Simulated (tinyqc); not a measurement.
What moves the results: trap in a gate oxide as a short-range spherical well. A value that a table varies takes the place of the one given here.

A spherical well of radius R and depth V0 below the conduction edge, one mass m, c = hbar^2/2m0. The s level at binding Et solves k cot(k R) = -kappa with k = sqrt(m (V0 - Et)/c), kappa = sqrt(m Et/c); it exists for V0 > Vc = c (pi/2R)^2/m. Outside, psi falls as exp(-kappa r)/r.

Lucovsky model (delta well, plane-wave final states, no local-field factor): sigma = (32 pi alpha c/(3 n_r m Et)) (x - 1)^(3/2)/x^3, x = h nu/Et, c = hbar^2/2m0; 1 angstrom^2 = 1e-16 cm^2.

Energies from the conduction edge of the channel. The trap level at depth x is E_T = dEc - Et - e Fox x (1 MV/cm = 0.01 eV/angstrom). An electron at the channel edge tunnels with the WKB exponent S = (4/3) sqrt(m/c) [dEc^(3/2) - (dEc - e Fox x)^(3/2)]/(e Fox), c = hbar^2/2m0; tau = t0 exp(S); the occupation is f = 1/(1 + exp((E_T - EF)/kB T)), tau_c = tau/f and tau_e = tau/(1 - f). Lattice relaxation is left out; a level below the channel edge needs phonons as well, so tau is then a lower bound, while a level above it can also empty elastically at its own energy, through a thinner barrier, faster than this tau.

Constants: hbar^2/2m0 = 3.80998211 eV angstrom^2; fine-structure constant alpha = 0.007297352564; kB = 8.617333262e-05 eV/K.

Inputs chosen for the exercise (near those of SiO2 on Si; the results hold for these values, not for the real material): R = 2.6 angstrom (radius of the well); m = 0.435 m0 (mass); fV = (1.05, 1.08, 1.34, 1.65, 2.48, 3.05, 5.87) (V0/Vc); n_r = 1.48 (refractive index); xs = (1.1, 1.19, 1.36, 1.75, 2.35, 2.72, 4.08, 6.05) (photon energies h nu/Et); dEc = 3.2 eV (conduction offset to the channel); Fox = 5.9 MV/cm (oxide field, lowering levels away from the channel); t0 = 0.76 x 1e-11 s (time constant at the interface); T = 300 K (temperature); EF = -0.04 eV (Fermi level above the channel edge); ds = (3, 6, 9, 12, 15, 18) angstrom (depths); V0 = 7.63 eV (depth of the well); x = 6 angstrom (depth of the trap).

## From threshold to a deep level

Et against the depth at fixed R; near threshold Et = (pi^2/16)(V0 - Vc)^2/Vc.

Results:
```
V0/Vc,V0 (eV),Et (eV),threshold form (eV),1/kappa (angstrom),share outside
1.05,3.357,0.004756,0.004930,42.9,0.942
1.08,3.453,0.01192,0.01262,27.1,0.909
1.34,4.284,0.1831,0.2280,6.9,0.696
1.65,5.275,0.5697,0.8332,3.9,0.536
2.48,7.928,2.129,4.319,2.0,0.321
3.05,9.750,3.441,8.287,1.6,0.246
5.87,18.766,11.03,46.77,0.9,0.105
```

What can be read from the table?

The threshold form holds to 10 % up to V0/Vc = 1.08 of those listed. There the state is mostly outside the well (94 % in the first row) and knows only Et, which is why a delta-well model works; more than half is inside from V0/Vc = 2.48 on. A second s level would need V0/Vc > 9. From V0/Vc = 5.87 on Et exceeds the gap of the host, about 9 eV, so those rows only show the model.

## Neutral against charged centre

Et = 1.92901 eV

Lucovsky cross-section, its shape relative to the peak, and the shape of a hydrogen-like centre relative to threshold: x^-4 exp(4 - 4 atan(e)/e)/(1 - exp(-2 pi/e)), e = sqrt(x - 1).

Results:
```
x,h nu (eV),sigma (1e-18 cm^2),relative to peak,hydrogen-like
1.10,2.122,1.78,0.190,0.775
1.19,2.296,3.69,0.393,0.626
1.36,2.623,6.44,0.687,0.435
1.75,3.376,9.09,0.970,0.216
2.35,4.533,9.07,0.967,0.093
2.72,5.247,8.41,0.897,0.061
4.08,7.870,5.97,0.637,0.018
6.05,11.670,3.84,0.410,0.006
```

How do the results move?

The short-range centre starts from zero, reaches half its peak at x = 1.24 and peaks at x = 2; in the last row it still has 41 % of the peak. The Coulomb centre is largest at threshold and is down to 0.6 % there. Reading the peak as the threshold would misplace the level by a factor 2, here 1.93 eV. Rows above the gap, about 9 eV, are hidden by band-to-band absorption.

## Depth of the trap

Each depth has its own level and time; the corner frequency is 1/(2 pi tau).

Results:
```
x (angstrom),E_T (eV),S,tau (s),corner (Hz),f
3,1.094,3.58,2.7e-10,5.9e+08,0.000
6,0.917,7.05,8.8e-09,1.8e+07,0.000
9,0.740,10.42,2.5e-07,6.3e+05,0.000
12,0.563,13.67,6.6e-06,2.4e+04,0.000
15,0.386,16.81,0.00015,1.0e+03,0.000
18,0.209,19.84,0.0031,51,0.000
```

What does this show?

tau spans 7.1 decades, one decade for each 1.99 angstrom at the start and 2.28 at the end, where the field has thinned the barrier. Traps spread evenly in depth are thus spread nearly evenly in ln tau; if levels near EF exist at every depth, this sums to 1/f noise and to charging that grows as ln t. With the single Et of this table only depths where f is neither 0 nor 1 contribute. The level stays above EF at all these depths.

## What each parameter does

Et from the well, then the level and the time. Each row changes one parameter from the base and keeps the others.

Results:
```
case,Et (eV),E_T (eV),log10 tau (s),ln(tau_c/tau_e)
base,1.929,0.917,-8.06,37.0
x = 8 angstrom,1.929,0.799,-7.08,32.5
Fox = 6.9 MV/cm,1.929,0.857,-8.07,34.7
dEc = 2.94 eV,1.929,0.657,-8.19,27.0
m = 0.479 m0,2.231,0.615,-7.91,25.3
V0 = 8.01 eV,2.185,0.661,-8.06,27.1
T = 350 K,1.929,0.917,-8.06,31.7
EF = 0.01 eV,1.929,0.917,-8.06,35.1
```

What can be read from the table?

The largest shifts from the base row, up to three for each result and ties (the steps differ in size, so this ranks the rows, not the parameters). Et (eV): m +0.302, V0 +0.256; unchanged at the printed digits by x, Fox, dEc, T and EF. E_T (eV): m -0.302, dEc -0.260, V0 -0.256; unchanged at the printed digits by T and EF. log10 tau (s): x +0.98, m +0.15, dEc -0.13; unchanged at the printed digits by V0, T and EF. ln(tau_c/tau_e): m -11.7, dEc -10.1, V0 -9.9.

Computed by tinyqc, a small Python program: `OMP_NUM_THREADS=1 python tinyqc.py 1252307 1252308 out.jsonl` (the numbers bound the seed that draws the inputs); one thread of a shared host (Intel(R) Xeon(R) Processor @ 2.30GHz), about 0.01 s for the whole set of steps.
